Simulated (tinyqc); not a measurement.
One share for all, or one for each: linear model of a band gap against the share of exact exchange.

E(alpha) = E0 + S alpha. A wider gap screens less, modelled in the Penn form eps(alpha) = 1 + (e0 - 1)(EP/(EP + S alpha))^2 with a scale EP chosen for the exercise. A dielectric-dependent hybrid takes alpha = 1/eps.

Errors of the gap (eV) against each target; e0, EP, S and the gaps are values chosen for the exercise.

Results:
```
case        E0 (eV)  S (eV)     e0  EP (eV)  target Et (eV)  alpha needed  error, alpha = 0  error, 0.25  error, self-consistent
like HfO2      3.98    8.95   5.04     18.5            5.88         0.212             -1.90         0.34                    0.20
like InP       0.67    6.01  10.46     11.1            1.42         0.125             -0.75         0.75                   -0.11
like Si        0.62    5.06  12.17      9.0            1.19         0.113             -0.57         0.69                   -0.11
like TiO2      1.96    8.46   7.88     13.8            3.31         0.160             -1.35         0.77                   -0.10
like Ge        0.08    4.69  17.92      8.2            0.74         0.141             -0.66         0.51                   -0.38
like GaN       1.86    7.45   5.57     19.7            3.56         0.228             -1.70         0.16                   -0.19
like Al2O3     6.22   10.26   3.32     26.0            8.65         0.237             -2.43         0.14                    1.26
```

What does the comparison show?

Mean absolute errors: 1.34, 0.48 and 0.34 eV for alpha = 0, 0.25 and the self-consistent value. A fixed quarter overshoots for HfO2, InP, Si, TiO2, Ge, GaN and Al2O3 and falls short for none of them; the alpha needed runs between 0.113 and 0.237 and its correlation with 1/e0 over these cases is 0.89.

tinyqc: `OMP_NUM_THREADS=1 python tinyqc.py 1850821 1850822 out.jsonl`; about 0.01 s, one thread, shared Intel(R) Xeon(R) Processor @ 2.30GHz.
